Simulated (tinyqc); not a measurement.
Arrhenius plot: admittance spectroscopy and thermally stimulated current of one trap level in a depletion layer. Computed by tinyqc, a small Python program. Command: `OMP_NUM_THREADS=1 python tinyqc.py 3114359 3114360 out.jsonl admit walk`. One thread of a shared host (Intel(R) Xeon(R) Processor @ 2.30GHz), about 0.01 s of CPU time with the checks.

A Schottky junction on n-type material holds one donor-like electron trap; shallow donors are fully ionised and abrupt depletion edges are assumed.

Inputs (values chosen for the exercise, modelled on n-type 4H-SiC):
```
quantity                         value    unit
density-of-states mass m         0.779     m_0
shallow doping N               5.4e+15  1/cm^3
trap depth E_t below the band     0.33      eV
capture cross section sigma    2.5e-14    cm^2
test frequency f                 70000      Hz
```

Constants: k_B = 1.380649e-23 J/K; m_0 = 9.1093837015e-31 kg; h = 6.62607015e-34 J s; k_B = 8.617333262e-05 eV/K.

Method:
- N_c = 2 (2 pi m k_B T/h^2)^(3/2), v_th = sqrt(3 k_B T/m), emission rate e_n = sigma v_th N_c exp(-E_t/(k_B T)).
- Where the level crosses the Fermi level capture equals emission, so the trap follows the signal with the rate 2 e_n; G/omega peaks at omega = 2 e_n (the correction for large N_t/N is left out).
- Solve 2 e_n(T_p) = 2 pi f.
- T_p for 0.1, 0.3, 1, 3 and 10 f; least-squares lines of ln(e_n/T^2) and of ln(e_n) against 1/(k_B T), e_n = pi f; sigma = exp(intercept)/(v_th N_c/T^2).

peak temperature T_p = 231.358 K

Peaks:
```
f (Hz)  T_p (K)  1/(k_B T) (1/eV)  ln(e_n/T^2)  ln(e_n)
7000     205.67            56.423      -0.6542    9.998
21000    217.21            53.424       0.3352   11.097
70000    231.36            50.158       1.4130   12.301
210000   245.87            47.198       2.3900   13.400
700000   263.87            43.978       3.4526   14.604
```

depth from e_n/T^2 = 0.33 eV

cross section from the intercept = 2.50e-14 cm^2

depth without the T^2 = 0.37000 eV

Leaving out T^2 adds 40 meV, near 2 k_B T_p = 40 meV.

Extremes, crossings and ranges named in words are read from the listed rows.
